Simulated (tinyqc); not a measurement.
Resistive crossbar, vector-matrix product with wire resistance: one step of the calculation.

2 rows and 2 columns. Cell (i, j) joins row node wij to column node bij. Each row is driven at its left end through one wire segment rw; neighbouring nodes along a row or a column are joined by rw; each column ends below the last row in one more rw and a virtual ground, where its current is read. Ideal output: I_j = sum_i V_i G_ij.

Question. Error against the ideal product. Ideal I_j = sum_i V_i G_ij; error = I/ideal - 1.

Inputs (values chosen for the exercise):
- V = [0.12, 0.31] V (input voltages of the rows)

cell conductances G (uS):
```
       column 1  column 2
row 1        78        98
row 2        75        56
```

column currents (uA): column 1 32.506244, column 2 28.999475

Give: ideal currents; error.

Answer.

ideal currents (uA): column 1 32.61, column 2 29.12
error (%): column 1 -0.3182, column 2 -0.4139

The largest error is in column 2. All currents fall short, since the wires take part of the voltage.

Computed by the program tinyqc: `OMP_NUM_THREADS=1 python tinyqc.py 2880030 2880031 out.jsonl`, one thread of a shared Intel Xeon 2.30GHz, about 0.02 s for the whole run.
